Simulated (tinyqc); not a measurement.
Surface Green function of a two-leg ladder, Sancho-Rubio decimation: two steps of the calculation.

A semi-infinite lead of cells 0, 1, 2, ... with H0 inside a cell and H1 = <cell i|H|cell i + 1>. One rung (site 1 on leg a, site 2 on leg b) is a cell; all hoppings enter with a minus sign. z = E + i eta.

Values chosen for this exercise: energy E = -6.05 eV; broadening eta = 0.002 eV.

Problem 1. Decimation. Start with e_s = e = H0, a = H1, b = H1^dagger. Each round: g = (z - e)^(-1); e_s <- e_s + a g b; e <- e + a g b + b g a; a <- a g a; b <- b g b (all with the old a, b). Round k joins cells 2^k apart.

e_s after round 2 (eV):
```
                       1                      2
1  -2.2728900-0.0086311i  -4.3358257-0.0066145i
2  -4.3358257-0.0066145i  -1.3905756-0.0052350i
```

e after round 2 (eV):
```
                       1                      2
1  -4.5457800-0.0172622i  -5.7216515-0.0132290i
2  -5.7216515-0.0132290i  -2.8511513-0.0104700i
```

a after round 2 (eV):
```
                       1                      2
1  -1.3199996-0.0081236i  -0.9964991-0.0062799i
2  -0.9964991-0.0062799i  -0.7837944-0.0048771i
```

b after round 2 (eV):
```
                       1                      2
1  -1.3199996-0.0081236i  -0.9964991-0.0062799i
2  -0.9964991-0.0062799i  -0.7837944-0.0048771i
```

Wanted: g; e_s after round 3; e after round 3; a after round 3; b after round 3.

Solution 1.

g (1/eV):
```
                  1                 2
1  0.11454-0.00140i  0.20488-0.00123i
2  0.20488-0.00123i  0.05386-0.00114i
```

e_s after round 3 (eV):
```
                 1                2
1  -1.4808-0.0056i  -3.7276-0.0042i
2  -3.7276-0.0042i  -0.9237-0.0034i
```

e after round 3 (eV):
```
                 1                2
1  -2.9616-0.0112i  -4.5053-0.0085i
2  -4.5053-0.0085i  -1.9174-0.0068i
```

a after round 3 (eV):
```
                  1                 2
1  0.79209+0.00305i  0.60818+0.00238i
2  0.60818+0.00238i  0.46690+0.00185i
```

b after round 3 (eV):
```
                  1                 2
1  0.79209+0.00305i  0.60818+0.00238i
2  0.60818+0.00238i  0.46690+0.00185i
```

Problem 2. Self-energy, Dyson check and densities of states. Sigma = H1 g_s H1^dagger is what the lead adds to one more cell, and (z - H0 - Sigma)^(-1) must give g_s back. Densities of states: -Im of the diagonals over pi.

H0 (eV):
```
       1      2
1      0  -2.95
2  -2.95   0.07
```

H1 (eV):
```
      1      2
1  -2.1      0
2     0  -1.78
```

converged surface Green function g_s (1/eV):
```
                         1                        2
1  -0.26922723-0.16677036i  -0.14774399-0.15104374i
2  -0.14774399-0.15104374i  -0.25900119-0.13685257i
```

converged bulk Green function (1/eV):
```
                         1                        2
1  -0.04608326-0.23632617i   0.05940301-0.21403157i
2   0.05940301-0.21403157i  -0.07790616-0.19390113i
```

Wanted: Sigma; (z - H0 - Sigma)^(-1); surface density of states; bulk density of states.

Solution 2.

Sigma (eV):
```
               1              2
1  -1.187-0.735i  -0.552-0.565i
2  -0.552-0.565i  -0.821-0.434i
```

(z - H0 - Sigma)^(-1) (1/eV):
```
                 1                2
1  -0.2692-0.1668i  -0.1477-0.1510i
2  -0.1477-0.1510i  -0.2590-0.1369i
```

```
orbital  surface density of states (1/eV)  bulk density of states (1/eV)
1                                 0.05308                        0.07522
2                                 0.04356                        0.06172
```

Computed by the program tinyqc: `OMP_NUM_THREADS=1 python tinyqc.py 2680133 2680134 out.jsonl`, one thread of a shared Intel Xeon 2.30GHz, about 0.08 s for the whole run.
